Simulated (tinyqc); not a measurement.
Classical nucleation, growth and JMAK kinetics of crystallisation from a melt or glass: one step, computed by the program tinyqc. Command: `OMP_NUM_THREADS=1 python tinyqc.py 3017011 3017012 out.jsonl nucl walk`. One thread of a shared host (Intel(R) Xeon(R) Processor @ 2.30GHz), about 0.01 s of CPU time with the checks.

A spherical nucleus cap on a flat wall with a sharp interface of isotropic energy gamma; lambda = Omega^(1/3) is the jump distance.

Problem. Critical nucleus. Driving force per volume: dG = H [(T_m - T)/T_m] [2 T/(T_m + T)]. Shape factor f = (2 + cos theta)(1 - cos theta)^2/4. W(r) = f [4 pi r^2 gamma - (4/3) pi r^3 dG]; r* = 2 gamma/dG; W* = f 16 pi gamma^3/(3 dG^2); n* = f (4/3) pi r*^3/Omega.

Inputs (values chosen for the exercise, for a model substance):
```
quantity                      value        unit
melting point T_m              1330           K
heat of melting per volume H   3000      J/cm^3
interface energy gamma        0.248       J/m^2
atomic volume Omega            17.5  angstrom^3
temperature T                  1012           K
contact angle theta              90     degrees
```

Nucleation: on a flat wall. Driving force: Thompson-Spaepen.

Constants: e = 1.602176634e-19 C; k_B = 1.380649e-23 J/K.

Give: driving force dG; shape factor f; critical radius r*; barrier W*; atoms in the nucleus n*; W*/(k_B T).

Solution.

driving force dG = 619.9 J/cm^3

shape factor f = 0.5

critical radius r* = 0.8001 nm

barrier W* = 2.075 eV

atoms in the nucleus n* = 61.31

W*/(k_B T) = 23.80

The wall leaves r* unchanged and cuts the barrier to 50.0 % of the homogeneous value. W* equals n* Omega dG/2 = 2.075 eV.
